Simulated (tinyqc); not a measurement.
UHF in the 6-311g basis, for H2, spin multiplicity 3, step by step. One step of it, computed by the program tinyqc.

Problem. Iteration 6 (converged): orbitals. Diagonalise F' = X^T F X, C = X C', fill 2 alpha and 0 beta electrons from the bottom; D(s) = C_occ C_occ^T. Each column has its largest component positive (the first on a tie).

converged F(alpha) (hartree), lower triangle:
```
           1H 1s      1H 2s      1H 3s      2H 1s      2H 2s      2H 3s
1H 1s   0.365637
1H 2s  -0.591346  -0.492803
1H 3s  -0.547394  -0.481781  -0.359200
2H 1s  -0.159201  -0.295104  -0.347526   0.365637
2H 2s  -0.295104  -0.367247  -0.379536  -0.591346  -0.492803
2H 3s  -0.347526  -0.379536  -0.331951  -0.547394  -0.481781  -0.359200
```

converged F(beta) (hartree), lower triangle:
```
           1H 1s      1H 2s      1H 3s      2H 1s     2H 2s     2H 3s
1H 1s   1.006253
1H 2s   0.007865   0.161076
1H 3s  -0.143486   0.004373   0.037697
2H 1s  -0.094278  -0.111002  -0.109371   1.006253
2H 2s  -0.111002  -0.058014  -0.043861   0.007865  0.161076
2H 3s  -0.109371  -0.043861  -0.006292  -0.143486  0.004373  0.037697
```

X, lower triangle:
```
           1H 1s      1H 2s      1H 3s      2H 1s      2H 2s     2H 3s
1H 1s   1.373833
1H 2s  -0.747524   2.129961
1H 3s   0.206510  -1.016926   2.118181
2H 1s   0.032863   0.027936  -0.054284   1.373833
2H 2s   0.027936  -0.265629   0.203231  -0.747524   2.129961
2H 3s  -0.054284   0.203231  -0.894477   0.206510  -1.016926  2.118181
```

Give: F' = X^T F X; orbital energies; coefficients C; F' = X^T F X; orbital energies; coefficients C; D(alpha) after iteration 6; D(beta) after iteration 6.

Solution.

F' = X^T F X (alpha) (hartree), lower triangle:
```
         1        2        3        4        5       6
1   1.4656
2  -1.3033   0.7391
3  -0.0671  -0.4503   0.1147
4   0.0815  -0.0764  -0.1054   1.4656
5  -0.0764  -0.1355   0.0136  -1.3033   0.7391
6  -0.1054   0.0136  -0.1129  -0.0671  -0.4503  0.1147
```

orbital energies (alpha) (hartree): MO1 -0.6862, MO2 -0.3375, MO3 0.3000, MO4 0.3933, MO5 2.4305, MO6 2.5388

coefficients C (alpha):
```
          MO1      MO2      MO3      MO4      MO5      MO6
1H 1s  0.1750   0.1758  -0.0485  -0.0859  -1.0934  -1.1077
1H 2s  0.3503   0.4470  -0.8588  -1.0379   1.6240   1.2114
1H 3s  0.1339   0.6333   0.9261   1.9760  -1.0054  -0.4645
2H 1s  0.1750  -0.1758  -0.0485   0.0859   1.0934  -1.1077
2H 2s  0.3503  -0.4470  -0.8588   1.0379  -1.6240   1.2114
2H 3s  0.1339  -0.6333   0.9261  -1.9760   1.0054  -0.4645
```

F' = X^T F X (beta) (hartree), lower triangle:
```
         1        2        3        4        5       6
1   1.8955
2  -1.0400   1.0741
3   0.0647  -0.2834   0.2314
4   0.0724  -0.0664  -0.0753   1.8955
5  -0.0664  -0.1224   0.0440  -1.0400   1.0741
6  -0.0753   0.0440  -0.0850   0.0647  -0.2834  0.2314
```

orbital energies (beta) (hartree): MO1 -0.0217, MO2 0.1715, MO3 0.4047, MO4 0.5901, MO5 2.5743, MO6 2.6830

coefficients C (beta):
```
          MO1      MO2      MO3      MO4      MO5      MO6
1H 1s  0.1126   0.0945   0.0553  -0.0937  -1.1028  -1.1154
1H 2s  0.1031  -0.0619   0.9745  -1.2199   1.5564   1.1694
1H 3s  0.4030   1.4674  -0.8556   1.5061  -0.9461  -0.4437
2H 1s  0.1126  -0.0945   0.0553   0.0937   1.1028  -1.1154
2H 2s  0.1031   0.0619   0.9745   1.2199  -1.5564   1.1694
2H 3s  0.4030  -1.4674  -0.8556  -1.5061   0.9461  -0.4437
```

D(alpha) after iteration 6, lower triangle:
```
         1H 1s    1H 2s    1H 3s   2H 1s   2H 2s   2H 3s
1H 1s   0.0615
1H 2s   0.1399   0.3225
1H 3s   0.1348   0.3300   0.4191
2H 1s  -0.0003  -0.0173  -0.0879  0.0615
2H 2s  -0.0173  -0.0770  -0.2362  0.1399  0.3225
2H 3s  -0.0879  -0.2362  -0.3832  0.1348  0.3300  0.4191
```

D(beta) after iteration 6, lower triangle:
```
        1H 1s   1H 2s   1H 3s   2H 1s   2H 2s   2H 3s
1H 1s  0.0000
1H 2s  0.0000  0.0000
1H 3s  0.0000  0.0000  0.0000
2H 1s  0.0000  0.0000  0.0000  0.0000
2H 2s  0.0000  0.0000  0.0000  0.0000  0.0000
2H 3s  0.0000  0.0000  0.0000  0.0000  0.0000  0.0000
```
